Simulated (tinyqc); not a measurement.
# Mobility from the current

Inverse problem. A Schottky diode carries J = q Nc [vR vD/(vR + vD)] exp(-phi/Vt) [exp(V/Vt) - 1]. A* = 4 pi q me m0 kB^2/h^3 (times 1e-4 for A/(cm^2 K^2)); Nc = 2 (2 pi me m0 kB T/h^2)^1.5 (times 1e-6 for cm^-3); vR = A* T^2/(q Nc). Find vR, vD and mun.

Values chosen for this exercise; band and dielectric values close to those of silicon: temperature T = 200 K; electron mass me = 0.263 m0; barrier height seen from the metal phi = 0.77 eV; bias V = 0.078 V.

Constants: q = 1.602176634e-19 C, kB = 1.380649e-23 J/K, h = 6.62607015e-34 J s, m0 = 9.1093837015e-31 kg, Vt = kB T/q. Results are converted to the units shown.

J = 1.3826100e-12 A/cm^2
vD/mun = 27770.475 V/cm

Solution. J gives the effective velocity v, and 1/vD = 1/v - 1/vR.

vR = 4.28e6 cm/s
vD = 1.86e6 cm/s
mun = 67.0 cm^2/(V s)

Numbers from tinyqc (`OMP_NUM_THREADS=1 python tinyqc.py 2640022 2640023 out.jsonl`; about 0.01 s on one thread of a shared Intel Xeon 2.30GHz).
